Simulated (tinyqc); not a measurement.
## Biaxially strained (001) channel, valley splitting in an inversion layer: effect of the inversion density

A thin layer grown on a relaxed buffer is stretched in the plane. The two valleys with their long axis along the growth direction (D2) sink against the four in-plane ones (D4); confinement in a triangular well splits them too. Only the lowest subband of each set is kept; one relaxation time, so the weakening of intervalley scattering is left out.

e_par = b1 x, e_perp = -2 (c12/c11) e_par, splitting D = Xu (e_par - e_perp), in-plane stress (c11 + c12 - 2 c12^2/c11) e_par. Levels E(m) = 2.33811 (hbar^2 q^2 F^2/(2 m))^(1/3): E2 = E(ml), E4 = E(mt) + D; N2 = 2 mt kB T/(pi hbar^2), N4 = 4 sqrt(mt ml) kB T/(pi hbar^2). EF solves Ns = N2 ln(1 + exp((EF - E2)/Vt)) + N4 ln(1 + exp((EF - E4)/Vt)); f2 is the share in D2, and 1/mc = f2/mt + (1 - f2)(1/mt + 1/ml)/2. The gain is mc(x = 0)/mc.

Inputs (values chosen for the exercise); values close to those of silicon on relaxed silicon-germanium:

| symbol | value | unit | meaning |
|---|---|---|---|
| T | 350 | K | temperature |
| x | 0.13 |  | germanium share of the relaxed buffer |
| b1 | 0.0418 |  | lattice mismatch per unit x |
| c11 | 166 | GPa | elastic constant |
| c12 | 65.4 | GPa | elastic constant |
| Xu | 8.91 | eV | shear deformation potential |
| ml | 0.939 | m0 | longitudinal mass |
| mt | 0.185 | m0 | transverse mass |
| F | 0.63 | MV/cm | confining field |

Constants: q = 1.602176634e-19 C, kB = 1.380649e-23 J/K, hbar = 1.054571817e-34 J s, m0 = 9.1093837015e-31 kg, Vt = kB T/q, hbar^2/(2 m0) = 0.0380998212 eV nm^2. Results are converted to the units shown.

The same in every row: D (meV) = 86.567.

Effect of the inversion density:
```
Ns (cm^-2)	f2 without strain	f2	mc (m0)	gain
2e11	0.81884	0.98756	0.18593	1.0731
3.9e11	0.81647	0.98731	0.18595	1.0740
7.5e11	0.81193	0.98681	0.18598	1.0759
1.4e12	0.80356	0.98586	0.18606	1.0795
2.8e12	0.78493	0.98348	0.18624	1.0873
5.4e12	0.74890	0.97767	0.18667	1.1021
1e13	0.68519	0.96094	0.18795	1.1267
2e13	0.56927	0.88278	0.19414	1.1522
```

As Ns goes from 2e11 to 2e13 cm^-2, f2 falls from 0.988 to 0.883 (without strain: it falls from 0.819 to 0.569) and the gain rises from 1.07 to 1.15. For Ns = 1e13 to 2e13 cm^-2 the second D2 subband, left out here, lies within 2 Vt of EF or below it.

Numbers from tinyqc (`OMP_NUM_THREADS=1 python tinyqc.py 2530096 2530097 out.jsonl`; about 0.01 s on one thread of a shared Intel Xeon 2.30GHz).
